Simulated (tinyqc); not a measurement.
LDA (VWN5) atom on a uniform radial grid, spin-unpolarised, for C(2+), step by step. Computed by tinyqc, a small Python program that keeps every step. Settings: Z = 6, points = 64, R = 9.2, functional = lda,vwn, mixing = 0.6, iteration cap = 52. Command: `OMP_NUM_THREADS=1 python tinyqc.py 27820 27821 out.jsonl` (the two numbers bound the seeds that draw the settings). One thread of a shared host (Intel(R) Xeon(R) Processor @ 2.60GHz), about 0.03 s of CPU time with the checks. Later iterations appear only in the table of the cycle.

## Iteration 1

Spherical atom on a uniform radial grid r_j = j h with h = R/(N + 1), h sum u^2 = 1 and integrals as h times sums, u(0) = u(R) = 0 (atomic units):
```
parameter           value
Z                       6
points N               64
R                9.200000
h                0.141538
mixing           0.600000
electrons in 1s         2
electrons in 2s         2
```

Three-point differences turn -u''/2 + [l(l+1)/2r^2 - Z/r + V] u = e u into a tridiagonal matrix (diagonal 1/h^2 + potential, off-diagonal -1/2h^2). D = sum f u^2; the Hartree potential y/r solves y'' = -D/r with y(0) = 0, y(R) = N_e; v_xc comes from rho = D/(4 pi r^2); E = sum f e - int D V + int D (V_H/2 + eps_xc); V(new) = V + mixing (V_H + v_xc - V).

eigenvalues (hartree): 1s -15.571322, 2s -4.313619

Every 4th grid point:
```
r             V in     u(1s)      u(2s)         D       V_H       v_xc
0.566154  0.000000  0.666002  -0.662734  1.765552  5.642515  -0.820914
1.132308  0.000000  0.061059  -0.959842  1.850048  3.405066  -0.540541
1.698462  0.000000  0.004198  -0.479207  0.459314  2.345934  -0.275067
2.264615  0.000000  0.000257  -0.174492  0.060895  1.765745  -0.126041
2.830769  0.000000  0.000015  -0.054291  0.005895  1.413013  -0.054932
3.396923  0.000000  8.09e-07  -0.015363  0.000472  1.177535  -0.022926
3.963077  0.000000  4.33e-08  -0.004080  0.000033  1.009317  -0.009159
4.529231  0.000000  2.27e-09  -0.001035  2.14e-06  0.883152  -0.003520
5.095385  0.000000  1.17e-10  -0.000254  1.29e-07  0.785024  -0.001314
5.661538  0.000000         0  -0.000061  7.33e-09  0.706522  -0.000480
6.227692  0.000000         0  -0.000014  4.00e-10  0.642292  -0.000173
6.793846  0.000000         0  -3.24e-06  2.11e-11  0.588768  -0.000061
7.360000  0.000000         0  -7.34e-07         0  0.543478  -0.000010
7.926154  0.000000         0  -1.64e-07         0  0.504658   0.000000
8.492308  0.000000         0  -3.54e-08         0  0.471014   0.000000
9.058462  0.000000         0  -4.22e-09         0  0.441576   0.000000
```

total energy = -30.39042611 hartree

## Iteration 2

As before.

eigenvalues (hartree): 1s -11.248214, 2s -2.333111

Every 4th grid point:
```
r             V in     u(1s)      u(2s)         D       V_H       v_xc
0.566154  2.892961  0.742110  -0.430494  1.472104  5.307464  -0.775409
1.132308  1.718715  0.092776  -0.940926  1.787899  3.281387  -0.534849
1.698462  1.242520  0.009080  -0.654613  0.857200  2.322098  -0.332555
2.264615  0.983823  0.000806  -0.335931  0.225701  1.762377  -0.186589
2.830769  0.814848  0.000068  -0.149132  0.044481  1.412604  -0.100451
3.396923  0.692765  0.000006  -0.060871  0.007411  1.177489  -0.052741
3.963077  0.600095  4.43e-07  -0.023528  0.001107  1.009312  -0.027067
4.529231  0.527779  3.49e-08  -0.008753  0.000153  0.883152  -0.013573
5.095385  0.470226  2.72e-09  -0.003165  0.000020  0.785024  -0.006660
5.661538  0.423625  2.10e-10  -0.001119  2.51e-06  0.706522  -0.003208
6.227692  0.385272  1.61e-11  -0.000389  3.03e-07  0.642292  -0.001523
6.793846  0.353224         0  -0.000133  3.55e-08  0.588768  -0.000715
7.360000  0.326081         0  -0.000045  4.06e-09  0.543478  -0.000332
7.926154  0.302795         0  -0.000015  4.50e-10  0.504658  -0.000153
8.492308  0.282609         0  -4.70e-06  4.42e-11  0.471014  -0.000068
9.058462  0.264946         0  -7.05e-07         0  0.441576   0.000000
```

total energy = -31.22348059 hartree

## Iteration 3

As before.

eigenvalues (hartree): 1s -9.895564, 2s -1.708517

Every 4th grid point:
```
r             V in     u(1s)      u(2s)         D       V_H       v_xc
0.566154  3.876418  0.764481  -0.353259  1.418447  5.172700  -0.766438
1.132308  2.335409  0.105169  -0.899743  1.641197  3.215248  -0.520859
1.698462  1.690734  0.011546  -0.705253  0.995030  2.303280  -0.348041
2.264615  1.339002  0.001161  -0.410622  0.337223  1.758422  -0.210547
2.830769  1.113231  0.000111  -0.207955  0.086491  1.411899  -0.122500
3.396923  0.951955  0.000010  -0.097249  0.018915  1.177375  -0.069806
3.963077  0.829385  9.53e-07  -0.043228  0.003737  1.009295  -0.039130
4.529231  0.732859  8.62e-08  -0.018557  0.000689  0.883149  -0.021580
5.095385  0.655109  7.73e-09  -0.007767  0.000121  0.785024  -0.011709
5.661538  0.591438  6.87e-10  -0.003189  0.000020  0.706522  -0.006259
6.227692  0.538571  6.08e-11  -0.001289  3.32e-06  0.642292  -0.003304
6.793846  0.494122         0  -0.000515  5.30e-07  0.588768  -0.001726
7.360000  0.456320         0  -0.000203  8.25e-08  0.543478  -0.000893
7.926154  0.423821         0  -0.000079  1.24e-08  0.504658  -0.000457
8.492308  0.395611         0  -0.000028  1.58e-09  0.471014  -0.000222
9.058462  0.370924         0  -4.54e-06  4.11e-11  0.441576  -0.000063
```

total energy = -31.32604074 hartree

## Convergence

Stop when input and output potentials agree to 1e-7.

Course of the cycle (hartree):
```
iteration             E       e(1s)      e(2s)  largest |V(out) - V(in)|
1          -30.39042611  -15.571322  -4.313619                  8.90e+00
2          -31.22348059  -11.248214  -2.333111                  2.74e+00
3          -31.32604074   -9.895564  -1.708517                  8.02e-01
4          -31.33675168   -9.485122  -1.503212                  2.29e-01
5          -31.33779807   -9.362679  -1.434044                  6.40e-02
6          -31.33790028   -9.326365  -1.410307                  1.94e-02
7          -31.33791065   -9.315598  -1.402027                  6.38e-03
8          -31.33791176   -9.312400  -1.399095                  2.28e-03
9          -31.33791189   -9.311449  -1.398044                  8.22e-04
10         -31.33791190   -9.311166  -1.397663                  2.99e-04
11         -31.33791191   -9.311082  -1.397523                  1.10e-04
12         -31.33791191   -9.311057  -1.397471                  4.04e-05
13         -31.33791191   -9.311050  -1.397452                  1.50e-05
14         -31.33791191   -9.311048  -1.397445                  5.57e-06
15         -31.33791191   -9.311048  -1.397442                  2.08e-06
16         -31.33791191   -9.311048  -1.397441                  7.77e-07
17         -31.33791191   -9.311048  -1.397441                  2.92e-07
18         -31.33791191   -9.311048  -1.397441                  1.11e-07
19         -31.33791191   -9.311048  -1.397441                  4.28e-08
```

Converged in 19 iterations. A uniform grid resolves the cusp poorly: for a bare nucleus this grid gives 1s at -15.57132 against -Z^2/2 = -18 hartree. Before convergence this energy mixes input and output and is not variational, so it may rise towards its limit.
